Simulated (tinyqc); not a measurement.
Velocity against field: two-valley model of the transferred-electron effect. Computed by tinyqc, a small Python program. Command: `OMP_NUM_THREADS=1 python tinyqc.py 3005636 3005637 out.jsonl gunn walk`. One thread of a shared host (Intel(R) Xeon(R) Processor @ 2.30GHz), about 0.01 s of CPU time with the checks.

Both kinds of valley share one electron temperature T_e, and each has a constant mobility.

Inputs (values chosen for the exercise, modelled on InP):
```
quantity                       value        unit
central-valley mass m1          0.08         m_0
satellite-valley mass m2        0.26         m_0
satellite valleys Z                4           -
valley separation dE            0.52          eV
central-valley mobility mu1     4100  cm^2/(V s)
satellite-valley mobility mu2    160  cm^2/(V s)
energy relaxation time tau_E    0.58          ps
lattice temperature T            250           K
electric field F                  13       kV/cm
```

Solver: bisection.

Constants: k_B = 8.617333262e-05 eV/K.

Method. Density-of-states ratio R = Z (m2/m1)^(3/2); n2/n1 = R exp(-dE/(k_B T_e)); mean mobility mu = (mu1 + mu2 n2/n1)/(1 + n2/n1); energy balance e mu F^2 = (3/2) k_B (T_e - T)/tau_E; v = mu F.

low-field mobility = 4100.00 cm^2/(V s)

R = 23.4361

The curve:
```
F (kV/cm)  T_e (K)  share in the satellites (%)  v (1e7 cm/s)  low-field line (1e7 cm/s)
1.3            281                   1.1133e-06        0.5330                      0.533
3.2            438                   2.4648e-03        1.3120                      1.312
6.5            990                   5.0116e+00        2.5367                      2.665
9.1           1413                   2.4648e+01        2.8473                      3.731
13.0          1892                   4.9112e+01        2.8145                      5.330
18.0          2426                   6.6076e+01        2.6939                      7.380
26.0          3273                   7.8764e+01        2.5914                     10.660
39.0          4828                   8.7038e+01        2.6158                     15.990
65.0          9025                   9.2313e+01        3.0086                     26.650
130.0        27463                   9.4953e+01        4.6652                     53.300
```

v falls between 9.1 and 26 kV/cm, while the share in the slow valleys goes from 25 to 79 %: transfer outruns the rise of the field. With constant mobilities n2/n1 tends to R and v ends on the line (mu1 + R mu2) F/(1 + R), a mobility of 321; real satellites saturate instead. Rows with T_e above 3000 K lie outside the range of a Maxwellian in parabolic valleys.

Extremes, crossings and ranges named in words are read from the listed rows.
